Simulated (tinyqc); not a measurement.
Stretching all distances: RHF, UHF, MP2, CISD and CCSD against full CI in the 6-31g basis, for H2, spin multiplicity 1. Computed by the program tinyqc with PySCF. All coordinates are multiplied by the scale. c0^2 is the weight of the RHF determinant in the lowest singlet FCI state (UHF is spin-contaminated and may lie near states of higher spin) and n(LUMO) the first natural occupation beyond the occupied space.

Geometry (angstrom):

| atom | x | y | z |
|---|---|---|---|
| H | 0.0000 | 0.0000 | 0.0000 |
| H | 0.0000 | 0.0000 | 0.7010 |

Full CI energy (hartree) and errors against it (kcal/mol):

| scale | distance 1-2 (angstrom) | E(FCI) | RHF | UHF | MP2 | CISD | CCSD | <S^2> UHF | c0^2 | n(LUMO) |
|---|---|---|---|---|---|---|---|---|---|---|
| 0.9300 | 0.6519 | -1.144498 | 14.4371 | 14.4371 | 4.1344 | 0.0000 | 0.0000 | 0.0000 | 0.9883 | 0.0173 |
| 1.1000 | 0.7711 | -1.151317 | 16.0826 | 16.0826 | 4.9637 | 0.0000 | 0.0000 | 0.0000 | 0.9844 | 0.0259 |
| 1.2800 | 0.8973 | -1.140933 | 18.0973 | 18.0973 | 6.0904 | 0.0000 | 0.0000 | 0.0000 | 0.9785 | 0.0387 |
| 1.4500 | 1.0165 | -1.124291 | 20.4091 | 20.4091 | 7.4682 | 0.0000 | 0.0000 | 0.0000 | 0.9705 | 0.0554 |
| 1.6200 | 1.1356 | -1.105651 | 23.2318 | 23.2318 | 9.2075 | 0.0000 | 0.0000 | 0.0000 | 0.9596 | 0.0777 |
| 1.8000 | 1.2618 | -1.086215 | 26.8622 | 25.9242 | 11.4827 | 0.0000 | 0.0000 | 0.1878 | 0.9441 | 0.1085 |
| 1.9700 | 1.3810 | -1.069305 | 30.9452 | 25.1209 | 14.0586 | 0.0000 | 0.0000 | 0.4277 | 0.9254 | 0.1457 |
| 2.1500 | 1.5071 | -1.053516 | 35.9786 | 22.1417 | 17.2313 | 0.0000 | 0.0000 | 0.6043 | 0.9008 | 0.1942 |
| 2.3200 | 1.6263 | -1.040814 | 41.3822 | 18.5378 | 20.6101 | 0.0000 | 0.0000 | 0.7205 | 0.8732 | 0.2485 |

What does the comparison show, and why?

UHF parts from RHF first at scale 1.8 of those listed, where <S^2> leaves zero. The weight c0^2 goes from 0.99 to 0.87 and n(LUMO) from 0.02 to 0.25: static correlation grows as the bonds break into open-shell fragments. The spread of the error along the curve, which distorts its shape, is CISD 0.0, CCSD 0.0, UHF 11.5, MP2 16.5, RHF 26.9 kcal/mol. With two electrons CISD and CCSD are exact.
